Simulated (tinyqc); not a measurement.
Free-carrier optics of a doped semiconductor (Drude model with one polar phonon), step by step. Values are carried at full precision from step to step, so a last printed digit may differ when a step is redone from the rounded ones.

eps(E) = ei [1 - Ep^2/(E^2 + i E Gam)] + (es - ei) wT^2/(wT^2 - E^2 - i E gT), with Ep^2 = 8 pi c (e^2/(4 pi eps0)) N/(m ei), c = hbar^2/2m0, N in 1/angstrom^3 (1e-24 per 1/cm^3); Gam = hbar/tau, tau = mu m m0/e with m0/e = 5.685630e-12 kg/C and mu in m^2/(V s). Energies in meV.

Constants: hbar^2/2m0 = 3.80998211 eV angstrom^2; e^2/(4 pi eps0) = 14.39964547 eV angstrom; hbar = 6.58211957e-16 eV s; hbar c = 1973.269805 eV angstrom.

Values chosen for the exercise (mass and dielectric values near those of SiC; N and mu are free inputs; interband absorption and the rise of the mass with filling are left out; shifted at random, so the results belong to these values and not to a real crystal): N = 2.1e+19 1/cm^3 (carrier density); m = 0.422 m0 (conductivity mass); mu = 130 cm^2/(V s) (mobility); ei = 6.64 (high-frequency dielectric constant); wT = 99.1 meV (TO phonon); es = 9.75 (static dielectric constant); gT = 0.2 meV (phonon damping); E = 95.3 meV (photon energy).

## Plasma energy and damping

Evaluate Ep, tau, Gam, the plasma wavelength hc/Ep (hc = 1239.841984 eV nm) and the dc resistivity 1/(e N mu), e = 1.602176634e-19 C.

Ep = 101.65 meV
tau = 31.19 fs
Gam = 21.10 meV
plasma wavelength = 12.20 micrometre
rho = 0.00229 ohm cm

Ep/Gam = 4.82: the edge is smeared by scattering.

## Dielectric function at one energy

Insert the numbers.

free-carrier term = -7.2019+1.5947i
eps = 40.7561+2.6608i

## Optical constants

n + i k = sqrt(eps1 + i eps2) with k >= 0; R = ((n - 1)^2 + k^2)/((n + 1)^2 + k^2) at normal incidence from vacuum; alpha = 2 E k/(hbar c), times 1e8 for 1/cm; loss function Im(-1/eps) = eps2/(eps1^2 + eps2^2).

Convert eps at the photon energy E (in meV) into the optical constants.

n = 6.3874
k = 0.2083
R = 0.5322
alpha = 2.01e+03 1/cm

Light of this energy penetrates 1/alpha = 4.97 micrometre.

## Coupled plasmon-phonon modes

Without damping eps = 0 gives E^4 - (wL^2 + Ep^2) E^2 + Ep^2 wT^2 = 0 with wL = wT sqrt(es/ei) (Lyddane-Sachs-Teller).

wL = 120.09 meV

L-, L+ (meV): 72.02  139.89

L+ lies 19.80 meV above the larger of wL and Ep; L- lies below wT by 27.08 meV.

## Checks

- Integral of E eps2 of the free-carrier term against (pi/2) ei Ep^2 (meV^2): both 1.0778e+05.

Computed by tinyqc, a small Python program: `OMP_NUM_THREADS=1 python tinyqc.py 1652009 1652010 out.jsonl` (the numbers bound the seed that draws the inputs); one thread of a shared host (Intel(R) Xeon(R) Processor @ 2.30GHz), about 0.01 s for the whole set of steps.
